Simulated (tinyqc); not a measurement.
MOSFET in the linear regime without short-channel effects, parameter extraction from computed curves: extraction methods against the body factor.

Inversion charge Q = Cox n Vt W0(exp((Vg - VT)/(n Vt))), W0 the Lambert function and n = nf; u = Q/Cox; mobility mu = mu0/(1 + th1 u + th2 u^2); channel resistance Rch = (L - dL)/(W mu Q); Id = Vd/(Rch + Rsd/W). Cox = eps0 eox/tox. Small Vd, no channel-length or drain effects.

From the continuous curve Id(Vg): tangent at peak gm (V_ext = Vg - Id/gm); constant current Id = 0.1 uA W/L; peak of d2Id/dVg2; Y = Id/sqrt(gm) drawn through Vg = VT + 0.6 and VT + 0.8 V, with intercept VT_Y and slope s. Mobilities gm,max L/(W Cox Vd) and s^2 L/(W Cox Vd) with the drawn L. Last column: share of Rsd/W in the total resistance at VT + 0.8 V.

Inputs (values chosen for the exercise); channel values of the order met in silicon transistors: temperature T = 400 K; relative permittivity of the gate insulator (close to zirconium oxide) eox = 25.5; insulator thickness tox = 3.6 nm; low-field mobility mu0 = 190 cm^2/(V s); first mobility attenuation factor th1 = 0.72 1/V; second mobility attenuation factor th2 = 0 1/V^2; threshold voltage VT = 0.57 V; gate width W = 1 um; drawn gate length L = 0.37 um; drawn less effective length dL = 0.015 um; source plus drain resistance Rsd = 100 ohm um; drain voltage Vd = 0.025 V.

Constants: q = 1.602176634e-19 C, kB = 1.380649e-23 J/K, Vt = kB T/q, eps0 = 8.8541878128e-14 F/cm where lengths are in cm. Results are converted to the units shown.

Result of one run:

| V_ext (V) | constant current (V) | second derivative (V) | VT_Y (V) | mobility from gm (cm^2/(V s)) | mobility from Y (cm^2/(V s)) | series share (%) |
|---|---|---|---|---|---|---|
| 0.549 | 0.455 | 0.550 | 0.616 | 114 | 171 | 13.3 |

Which body factor nf gave this result: 1, 1.2, 1.3, 1.4 or 1.5?

nf = 1.3.

The whole series:

| nf | V_ext (V) | constant current (V) | second derivative (V) | VT_Y (V) | mobility from gm (cm^2/(V s)) | mobility from Y (cm^2/(V s)) | series share (%) |
|---|---|---|---|---|---|---|---|
| 1 | 0.559 | 0.492 | 0.556 | 0.616 | 121 | 177 | 13.5 |
| 1.1 | 0.556 | 0.480 | 0.554 | 0.616 | 119 | 175 | 13.4 |
| 1.2 | 0.552 | 0.468 | 0.552 | 0.616 | 116 | 173 | 13.3 |
| 1.3 | 0.549 | 0.455 | 0.550 | 0.616 | 114 | 171 | 13.3 |
| 1.4 | 0.545 | 0.443 | 0.547 | 0.616 | 112 | 169 | 13.2 |
| 1.5 | 0.542 | 0.430 | 0.545 | 0.615 | 110 | 167 | 13.1 |
| 1.6 | 0.538 | 0.417 | 0.542 | 0.614 | 108 | 165 | 13.1 |
| 1.7 | 0.533 | 0.403 | 0.540 | 0.612 | 106 | 163 | 13.0 |

The model has VT = 0.57 V and mu0 = 190 cm^2/(V s). Over the table the extracted thresholds move by 25 mV (tangent), 88 mV (constant current), 16 mV (second derivative), 3.9 mV (Y function). The mobility from gm falls from 121 to 106 and that from Y falls from 177 to 163 cm^2/(V s).

tinyqc, about 0.01 s, one thread, Intel Xeon 2.30GHz (shared host): `OMP_NUM_THREADS=1 python tinyqc.py 2210039 2210040 out.jsonl`
